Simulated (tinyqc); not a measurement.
From results back to parameters: five-level k.p model folded onto the conduction band. Two cases, with inputs chosen for the exercise.

Problem. The levels are known; the mass and the g factor at E = Eg are given. Find Ep and Ep2.

Second-order sums for the lowest conduction level at E: 1/m = 1 + Cm + (Ep/3)(2/E + 1/(E + Dso)) - (Ep2/3)(2/(E7 + D2 - E) + 1/(E7 - E)); g/2 = 1 + Cg - (Ep/3)(1/E - 1/(E + Dso)) - (Ep2/3)(1/(E7 - E) - 1/(E7 + D2 - E)). E is counted from the top of the valence band; E = Eg at the edge.

Case 1.

Values chosen (near those of InAs; shifted at random, so the results belong to these values and not to a real crystal): Eg = 0.407 eV (gap at Gamma to the s-like level); Dso = 0.402 eV (spin-orbit splitting); E7 = 4.53 eV (upper Gamma7 conduction level, from the valence top); D2 = 0.14 eV (its spin-orbit splitting, Gamma8 above Gamma7); Cm = -2 (remote term in 1/m); Cg = 0 (remote term in g/2).

m = 0.02264847 m0
g = -16.335399

Case 2.

Values chosen (near those of CdTe; shifted at random, so the results belong to these values and not to a real crystal): Eg = 1.611 eV (gap at Gamma to the s-like level); Dso = 0.948 eV (spin-orbit splitting); E7 = 5.27 eV (upper Gamma7 conduction level, from the valence top); D2 = 0.3 eV (its spin-orbit splitting, Gamma8 above Gamma7); Cm = 0.6 (remote term in 1/m); Cg = 0 (remote term in g/2).

m = 0.09044768 m0
g = -0.777406

Find: coefficients of (Ep, Ep2); right-hand sides 1/m - 1 - Cm and 1 + Cg - g/2; Ep, Ep2.

Solution. Both sums are linear in Ep and Ep2, so two equations fix them.

Case 1.

coefficients of (Ep, Ep2) (1/eV):
```
         1         2
1  2.05003  -0.23723
2  0.40697   0.00266
```

right-hand sides 1/m - 1 - Cm and 1 + Cg - g/2: 45.1531  9.1677

Ep, Ep2 (eV): 22.50  4.10

Case 2.

coefficients of (Ep, Ep2) (1/eV):
```
         1         2
1  0.54408  -0.25949
2  0.07665   0.00690
```

right-hand sides 1/m - 1 - Cm and 1 + Cg - g/2: 9.4561  1.3887

Ep, Ep2 (eV): 18.00  1.30

Computed by tinyqc, one run a case: `OMP_NUM_THREADS=1 python tinyqc.py N N+1 out.jsonl` with N = 1080678, 1080687; one thread of a shared Intel(R) Xeon(R) Processor @ 2.30GHz, about 0.01 s a run at most.
